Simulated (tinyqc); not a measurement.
## Material parameters from the melting point of the curve

Question. In a hemispherical model of a phase-change cell the resistance is rho/(2 pi r0), and melting starts where I^2 rho b^2/(32 pi^2 ka r0^2) = Tm - T0. Find rho and ka.

Parameters, values chosen for the exercise:

| symbol | value | unit | meaning |
|---|---|---|---|
| T0 | 300 | K | ambient temperature |
| Tm | 883 | K | melting point |
| r0 | 24 | nm | radius of the heater contact |

resistance = 0.52388502 kohm
melting current = 777.96883 uA
b = 1.8179744

Solution. The resistance gives rho, and the melting current then gives ka.

rho = 7.90 mohm cm
ka = 1.49 W/(m K)

Program tinyqc, `OMP_NUM_THREADS=1 python tinyqc.py 2490034 2490035 out.jsonl`; Intel Xeon 2.30GHz, shared host, one thread, about 0.01 s.
